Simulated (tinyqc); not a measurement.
Tunnelling through a gate dielectric, WKB transmission and Tsu-Esaki current: one step of the calculation.

Electrons leave the emitter at x = 0. Energies E (motion across the layers) are in eV from the emitter Fermi level; the collector Fermi level lies at -V and offers states at every E. No charge in the dielectric and no image force: F1 = V/t1, U = phi1 - F1 x. With C = hbar^2/(2 m0), kappa = sqrt(m (U - E)/C) where U > E and 0 elsewhere; T(E) = exp(-S), S = 2 times the integral of kappa over x.

Problem. WKB exponent by the midpoint rule. Cut each layer into nc equal cells, take U and kappa at the cell centres, and sum S = 2 sum kappa h.

Parameters, values chosen for the exercise; dielectric values close to those of silicon dioxide: barrier of layer 1 above the emitter Fermi level at zero bias phi1 = 3.21 eV; tunnelling mass of layer 1 m1 = 0.52 m0; thickness of layer 1 t1 = 4.4 nm; voltage across the dielectric V = 5.2 V; energy of the electron followed E = 0 eV; cells in each layer nc = 6.

Constants: q = 1.602176634e-19 C, hbar = 1.054571817e-34 J s, m0 = 9.1093837015e-31 kg, hbar^2/(2 m0) = 0.0380998212 eV nm^2. Results are converted to the units shown.

Find: x; U; kappa; S; T(E).

Solution.

```
cell  x (nm)   U (eV)  kappa (1/nm)
0     0.3667   2.7767        6.1560
1     1.1000   1.9100        5.1057
2     1.8333   1.0433        3.7736
3     2.5667   0.1767        1.5528
4     3.3000  -0.6900        0.0000
5     4.0333  -1.5567        0.0000
```

S = 24.329
T(E) = 2.7160e-11

Program tinyqc, `OMP_NUM_THREADS=1 python tinyqc.py 2540030 2540031 out.jsonl`; Intel Xeon 2.30GHz, shared host, one thread, about 0.02 s.
